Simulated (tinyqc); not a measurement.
MOS inversion layer, Poisson-Schroedinger loop: one step of the calculation.

Electrons confined at an insulator interface at z = 0, treated as a hard wall; parabolic valleys, Hartree approximation, no image or exchange terms. The depletion charge lies far deeper than the electrons and gives a uniform field q Nd/(eps0 eps_r); the gate balances all charge. Energies are counted from the band edge at the interface.

Task. Fermi level and occupations. Level k holds N_k = D_k Vt ln(1 + exp((EF - E_k)/Vt)) with D = 6 md1 m0 q/(pi hbar^2) per eV (spin included); EF is fixed by sum N_k = Ns.

Parameters, values chosen for the exercise; masses and permittivity close to those of silicon (111): temperature T = 400 K; in-plane density-of-states mass of set A md1 = 0.357 m0; sheet density of electrons Ns = 2.1e12 cm^-2.

Constants: q = 1.602176634e-19 C, kB = 1.380649e-23 J/K, hbar = 1.054571817e-34 J s, m0 = 9.1093837015e-31 kg, Vt = kB T/q. Results are converted to the units shown.

levels (eV): A1 0.039973609, A2 0.069587040

Find: EF; N_k.

Result.

EF = -0.06413 eV
N_k (cm^-2): A1 1.469e12, A2 6.308e11

Numbers from tinyqc (`OMP_NUM_THREADS=1 python tinyqc.py 2160062 2160063 out.jsonl`; about 0.5 s on one thread of a shared Intel Xeon 2.30GHz).
